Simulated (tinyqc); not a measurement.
# Trap density from one capacitance

Problem. Traps spread evenly through the insulator exchange electrons with the semiconductor by tunnelling, with tau(x) = t0 exp(2 ka x) at depth x from the interface. The admittance per area Y seen at depth x obeys dY/dx = -Y^2/(i w eps0 eox) + q Nb ln(1 + i w tau)/tau, with Y(0) = i w Cs and w = 2 pi f; the gate sees Y(tox) = G + i w C. Working variable y = Y/(i w), in uF/cm^2. Cox = eps0 eox/tox. Find Nb and G/w.

Inputs (values chosen for the exercise): relative permittivity of the insulator eox = 19.2; insulator thickness tox = 4.9 nm; semiconductor capacitance in accumulation Cs = 4.5 uF/cm^2; decay constant of the wave function in the insulator ka = 6.1 1/nm; time constant of a trap at the interface t0 = 4e-10 s; frequency f = 10000 Hz.

Constants: q = 1.602176634e-19 C, eps0 = 8.8541878128e-14 F/cm where lengths are in cm. Results are converted to the units shown.

C = 2.1499928 uF/cm^2

Answer. C rises steadily with Nb, so one density matches; in practice ka and t0 must come from the frequency dependence.

Nb = 5.70e19 cm^-3 eV^-1
G/w = 0.0295 uF/cm^2

tinyqc, about 0.5 s, one thread, Intel Xeon 2.30GHz (shared host): `OMP_NUM_THREADS=1 python tinyqc.py 2202049 2202050 out.jsonl`
